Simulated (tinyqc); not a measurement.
Field-effect mobility of a thin-film transistor with band-tail and deep states (multiple trapping): one step, computed by the program tinyqc. Command: `OMP_NUM_THREADS=1 python tinyqc.py 3003224 3003225 out.jsonl tft walk`. One thread of a shared host (Intel(R) Xeon(R) Processor @ 2.30GHz), about 0.05 s of CPU time with the checks.

A thick film in accumulation at small drain voltage. Only free electrons move; trapped ones still screen the gate. N_c and mu_0 are held fixed when T changes, leaving out the T^(3/2) growth of N_c. x = E_0 - psi is the distance of the Fermi level below the band edge.

Question. Free and trapped densities. F_j(eta) = int_0^infinity x^j/(1 + exp(x - eta)) dx, without a gamma-function factor. Integrals over x = E/(k_B T) use 160 Gauss-Legendre points in u = sqrt(x) from 0 to sqrt(max(eta, 0) + 32). Free n(x) = N_c (2/sqrt(pi)) F_1/2(-x/k_B T), with F_1/2 from its two-term series in exp(-x/k_B T) for x >= 12 k_B T; tail n_t(x) = int_0^1.2eV g_t exp(-E/E_t)/(1 + exp((x - E)/k_B T)) dE, E counted down from the edge, 120 Gauss-Legendre points; deep charge g_d psi; space charge rho(psi) = n + n_t + g_d psi less its value at psi = 0.

Inputs (values chosen for the exercise, modelled on amorphous silicon):
```
quantity                           value         unit
effective density of states N_c  2.1e+20       1/cm^3
tail density at the edge g_t     1.3e+21  1/(eV cm^3)
tail width E_t                        46          meV
temperature T                        300            K
```

Deep states: included.

Constants: k_B = 8.617333262e-05 eV/K.

Give: Local densities at x = 0.4, 0.3, 0.2, 0.15, 0.1, 0.05, 0 and -0.05 eV.

Answer.

Local densities at x = 0.4, 0.3, 0.2, 0.15, 0.1, 0.05, 0 and -0.05 eV:
```
x (eV)  n (1/cm^3)  n_t (1/cm^3)  n/(n + n_t)
0.40    4.0042e+13    1.7991e+16   2.2207e-03
0.30    1.9162e+15    1.5762e+17   1.2011e-02
0.20    9.1685e+16    1.3585e+18   6.3223e-02
0.15    6.3368e+17    3.8961e+18   1.3989e-01
0.10    4.3562e+18    1.0646e+19   2.9037e-01
0.05    2.8917e+19    2.5651e+19   5.2992e-01
0.00    1.6068e+20    4.6045e+19   7.7726e-01
-0.05   5.7290e+20    5.6938e+19   9.0960e-01
```

E_t/k_B T = 1.78: deep in the tail n_t follows exp(-x/E_t), more slowly than n, so the free share grows as the Fermi level rises.
